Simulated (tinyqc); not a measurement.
Growth of a silicide layer between metal and silicon: linear-parabolic kinetics, ramp anneals and Kissinger analysis: one step, computed by the program tinyqc.

One compound layer of thickness x grows by diffusion through itself and reaction at an interface, dx/dt = 1/(2x/K + 1/v), until the metal is used up at x = a h.

Question. Geometry at full reaction. Silicon consumed b h, sheet resistance rho/(final thickness) with 1 micro-ohm cm/nm = 10 ohm; margin to the junction x_j - b h.

Inputs (values chosen for the exercise, modelled on Ni2Si):
```
quantity                                value          unit
metal thickness h                          26            nm
silicon consumed per metal thickness b   0.91             -
silicide resistivity                       25  micro-ohm cm
junction depth x_j                         24            nm
```

final thickness = 38.22 nm

Give: silicon consumed; sheet resistance; margin to the junction.

Answer.

silicon consumed = 23.66 nm

sheet resistance = 6.541 ohm/square

margin to the junction = 0.34 nm

The layer takes 99 % of the junction depth; its surface lies 14.56 nm above the original silicon surface.
